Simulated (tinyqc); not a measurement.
# Energy and delay of logic against supply voltage: energy and delay against supply voltage

One expression serves below and above threshold: I(Vg) = Ik [ln(1 + exp((Vg - VT + dd V)/(al nf Vt)))]^al, with I_on = I(V) and I_off = I(0). Gate delay td = kd C V/I_on, clock period LD td. Per gate and cycle the switching energy is act C V^2 and the leakage energy I_off V LD td. No short-circuit current, no variation. Minima are sought above 0.09 V; below a few Vt gates no longer switch and the model has no meaning.

EDP = energy times td.

Inputs (values chosen for the exercise); values of the order met in logic technologies: temperature T = 330 K; threshold voltage at zero drain bias VT = 0.45 V; slope factor nf = 1.08; barrier lowering per volt of supply dd = 0.06; specific current of a gate Ik = 1.8 uA; exponent of the current law al = 1.58; load capacitance of a gate C = 2.8 fF; delay factor kd = 1; logic depth LD = 60; activity factor act = 0.05.

Constants: q = 1.602176634e-19 C, kB = 1.380649e-23 J/K, Vt = kB T/q. Results are converted to the units shown.

Results:

| V (V) | I_on (uA) | I_off (nA) | td (ps) | switching (aJ) | leakage (aJ) | energy (aJ) | EDP (fJ ps) |
|---|---|---|---|---|---|---|---|
| 0.15 | 1.379e-4 | 0.001045 | 3.046e6 | 3.150 | 28.65 | 31.80 | 9.689e4 |
| 0.27 | 0.008461 | 0.001321 | 8.935e4 | 10.21 | 1.912 | 12.12 | 1083 |
| 0.38 | 0.2984 | 0.001638 | 3565 | 20.22 | 0.1331 | 20.35 | 72.55 |
| 0.5 | 4.655 | 0.002071 | 300.8 | 35.00 | 0.01868 | 35.02 | 10.53 |
| 0.62 | 17.93 | 0.002617 | 96.82 | 53.82 | 0.009428 | 53.83 | 5.212 |
| 0.73 | 36.13 | 0.003245 | 56.58 | 74.61 | 0.008042 | 74.61 | 4.222 |
| 0.85 | 60.96 | 0.004102 | 39.04 | 101.2 | 0.008168 | 101.2 | 3.949 |
| 0.97 | 90.27 | 0.005186 | 30.09 | 131.7 | 0.009081 | 131.7 | 3.964 |
| 1.2 | 157.4 | 0.008127 | 21.35 | 201.6 | 0.01249 | 201.6 | 4.304 |

Estimate the missing row, V = 1.08 V.

Computed row:

| V (V) | I_on (uA) | I_off (nA) | td (ps) | switching (aJ) | leakage (aJ) | energy (aJ) | EDP (fJ ps) |
|---|---|---|---|---|---|---|---|
| 1.08 | 120.7 | 0.006429 | 25.06 | 163.3 | 0.01044 | 163.3 | 4.093 |

With this row back in the table: td falls from 3.05e6 to 21.4 ps; the energy goes from 31.8 through a minimum of 12.1 (at V = 0.27 V among the rows listed) to 202 aJ and the EDP goes from 96900 through a minimum of 3.95 (at V = 0.85 V among the rows listed) to 4.30 fJ ps. The exact minima lie at V = 0.253 V for the energy and 0.897 V for the EDP. Going from 1.2 V to the energy minimum saves a factor of 17.0 in energy and costs a factor of 7060 in delay. Below the minimum the leakage energy rises faster than the switching energy falls, because the clock period grows so steeply.

Program tinyqc, `OMP_NUM_THREADS=1 python tinyqc.py 2082197 2082198 out.jsonl`; Intel Xeon 2.30GHz, shared host, one thread, about 0.01 s.
